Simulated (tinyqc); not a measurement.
## MOSFET in the linear regime without short-channel effects, parameter extraction from computed curves: extraction methods against the body factor

Inversion charge Q = Cox n Vt W0(exp((Vg - VT)/(n Vt))), W0 the Lambert function and n = nf; u = Q/Cox; mobility mu = mu0/(1 + th1 u + th2 u^2); channel resistance Rch = (L - dL)/(W mu Q); Id = Vd/(Rch + Rsd/W). Cox = eps0 eox/tox. Small Vd, no channel-length or drain effects.

From the continuous curve Id(Vg): tangent at peak gm (V_ext = Vg - Id/gm); constant current Id = 0.1 uA W/L; peak of d2Id/dVg2; Y = Id/sqrt(gm) drawn through Vg = VT + 0.6 and VT + 0.8 V, with intercept VT_Y and slope s. Mobilities gm,max L/(W Cox Vd) and s^2 L/(W Cox Vd) with the drawn L. Last column: share of Rsd/W in the total resistance at VT + 0.8 V.

Parameters, values chosen for the exercise; channel values of the order met in silicon transistors:

| symbol | value | unit | meaning |
|---|---|---|---|
| T | 77 | K | temperature |
| eox | 3.9 |  | relative permittivity of the gate insulator (close to silicon dioxide) |
| tox | 3.2 | nm | insulator thickness |
| mu0 | 120 | cm^2/(V s) | low-field mobility |
| th1 | 0.56 | 1/V | first mobility attenuation factor |
| th2 | 0 | 1/V^2 | second mobility attenuation factor |
| VT | 0.68 | V | threshold voltage |
| W | 0.5 | um | gate width |
| L | 0.16 | um | drawn gate length |
| dL | 0.004 | um | drawn less effective length |
| Rsd | 91 | ohm um | source plus drain resistance |
| Vd | 0.05 | V | drain voltage |

Constants: q = 1.602176634e-19 C, kB = 1.380649e-23 J/K, Vt = kB T/q, eps0 = 8.8541878128e-14 F/cm where lengths are in cm. Results are converted to the units shown.

Result of one run:

| V_ext (V) | constant current (V) | second derivative (V) | VT_Y (V) | mobility from gm (cm^2/(V s)) | mobility from Y (cm^2/(V s)) | series share (%) |
|---|---|---|---|---|---|---|
| 0.686 | 0.699 | 0.677 | 0.708 | 98.5 | 119 | 3.85 |

Which body factor nf gave this result: 1.1, 1.2, 1.3, 1.6 or 1.7?

nf = 1.6.

The whole series:

| nf | V_ext (V) | constant current (V) | second derivative (V) | VT_Y (V) | mobility from gm (cm^2/(V s)) | mobility from Y (cm^2/(V s)) | series share (%) |
|---|---|---|---|---|---|---|---|
| 1 | 0.686 | 0.701 | 0.678 | 0.701 | 103 | 121 | 3.90 |
| 1.1 | 0.686 | 0.701 | 0.678 | 0.702 | 102 | 120 | 3.89 |
| 1.2 | 0.686 | 0.700 | 0.678 | 0.703 | 101 | 120 | 3.88 |
| 1.3 | 0.686 | 0.700 | 0.678 | 0.704 | 101 | 120 | 3.88 |
| 1.4 | 0.686 | 0.700 | 0.678 | 0.705 | 99.9 | 120 | 3.87 |
| 1.5 | 0.686 | 0.699 | 0.677 | 0.707 | 99.2 | 119 | 3.86 |
| 1.6 | 0.686 | 0.699 | 0.677 | 0.708 | 98.5 | 119 | 3.85 |
| 1.7 | 0.686 | 0.699 | 0.677 | 0.709 | 97.9 | 119 | 3.85 |

The model has VT = 0.68 V and mu0 = 120 cm^2/(V s). Over the table the extracted thresholds move by 0.77 mV (tangent), 2.1 mV (constant current), 1.0 mV (second derivative), 8.1 mV (Y function). The mobility from gm falls from 103 to 97.9 and that from Y falls from 121 to 119 cm^2/(V s).

Computed by the program tinyqc: `OMP_NUM_THREADS=1 python tinyqc.py 2210045 2210046 out.jsonl`, one thread of a shared Intel Xeon 2.30GHz, about 0.01 s for the whole run.
